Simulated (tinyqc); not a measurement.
# Resistance of a tapered via with liner, size effect and interface, step by step

Computed by the program tinyqc: `OMP_NUM_THREADS=1 python tinyqc.py 2750058 2750059 out.jsonl`, one thread of a shared Intel Xeon 2.30GHz, about 0.01 s for the whole run. Printed values are rounded.

A round via whose diameter grows from db at the bottom as D(z) = db + 2 z/tan(ang). The fill, of diameter D - 2 tl, starts above the bottom liner (thickness fb tl) and has rho = rho0 (1 + ks lam/(D - 2 tl)); the sidewall liner conducts in parallel with it. The bottom liner and the interface are crossed over the full area pi db^2/4. Spreading in the lines above and below is left out.

Parameters, values chosen for the exercise; fill metal close to molybdenum: diameter at the bottom db = 14 nm; height hv = 21 nm; sidewall angle ang = 89 degrees; bulk resistivity of the fill rho0 = 5.35 uohm cm; mean free path of the fill lam = 10.9 nm; size-effect factor ks = 1.4; liner on the sidewall tl = 0.5 nm; liner at the bottom over that on the sidewall fb = 0.7; resistivity of the liner rl = 400 uohm cm; interface resistivity at the bottom ri = 5.2e-13 ohm cm^2; ballistic conductance per area, about 3/(4 rho0 lam) Sb = 1.3e15 S/m^2.

## Slices of the via

Slices between z0 = fb tl and hv, evaluated at their midpoints: conductance per length pi/4 [(D - 2 tl)^2/rho + (D^2 - (D - 2 tl)^2)/rl], slice resistance = slice height over that. 8 slices.

| slice | z (nm) | D (nm) | rho (uohm cm) | slice resistance (ohm) |
|---|---|---|---|---|
| 0 | 1.64062 | 14.0573 | 11.6025 | 2.22633 |
| 1 | 4.22187 | 14.1474 | 11.5597 | 2.18791 |
| 2 | 6.80312 | 14.2375 | 11.5174 | 2.15044 |
| 3 | 9.38438 | 14.3276 | 11.4757 | 2.11388 |
| 4 | 11.9656 | 14.4177 | 11.4346 | 2.07820 |
| 5 | 14.5469 | 14.5078 | 11.3940 | 2.04338 |
| 6 | 17.1281 | 14.5979 | 11.3539 | 2.00939 |
| 7 | 19.7094 | 14.6881 | 11.3144 | 1.97620 |

## Total resistance

R_fill = sum of the slices; R_bottom = rl fb tl/(pi db^2/4); R_interface = ri/(pi db^2/4); ballistic (Sharvin) limit 1/(Sb pi (db - 2 tl)^2/4); ideal cylinder rho0 hv/(pi db^2/4).

parts (ohm): fill 16.7857, bottom liner 9.09457, interface 0.337798
R = 26.2181 ohm
shares (%): fill 64.0234, bottom liner 34.6881, interface 1.2884
ballistic limit = 5.79536 ohm
ideal cylinder = 7.29839 ohm

The fill is the largest part, and R is 3.59 times the ideal cylinder. With 2000 slices R = 26.218 ohm.
